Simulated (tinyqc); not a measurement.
Capacitance measurement on a leaky thin oxide: effects of series resistance and leakage: one step of the calculation.

The device is a capacitance C in parallel with a leakage conductance G, in series with Rs and Ls. An impedance meter reports either a parallel pair (Cp, Gp) from Y = 1/Z = Gp + i w Cp or a series pair (Cs, Rm) from Z = Rm + 1/(i w Cs); w = 2 pi f, dissipation D = Gp/(w |Cp|).

Question. True capacitance and conductance. EOT = 3.9 tox/eox; CET = EOT + zc + zp; C = 3.9 eps0 A/CET; G = Jg A/Vs.

Values chosen for this exercise; values of the order met in thin-oxide MOS capacitors:
```
symbol,value,unit,meaning
eox,3.9,,relative permittivity of the gate insulator (close to silicon dioxide)
tox,1.1,nm,insulator thickness
A,2500,um^2,gate area
zc,0.28,nm,oxide-equivalent thickness added by the accumulation layer
zp,0,nm,oxide-equivalent thickness added by gate depletion
Jg,0.00087,A/cm^2,"gate leakage current density, not matched to the thickness"
Vs,0.27,V,voltage for an e-fold rise of the leakage
```

Constants: eps0 = 8.8541878128e-14 F/cm where lengths are in cm. Results are converted to the units shown.

Wanted: EOT; CET; C; G.

Answer.

EOT = 1.100 nm
CET = 1.380 nm
C = 62.56 pF
G = 0.08056 uS

tinyqc, about 0.01 s, one thread, Intel Xeon 2.30GHz (shared host): `OMP_NUM_THREADS=1 python tinyqc.py 2022163 2022164 out.jsonl`
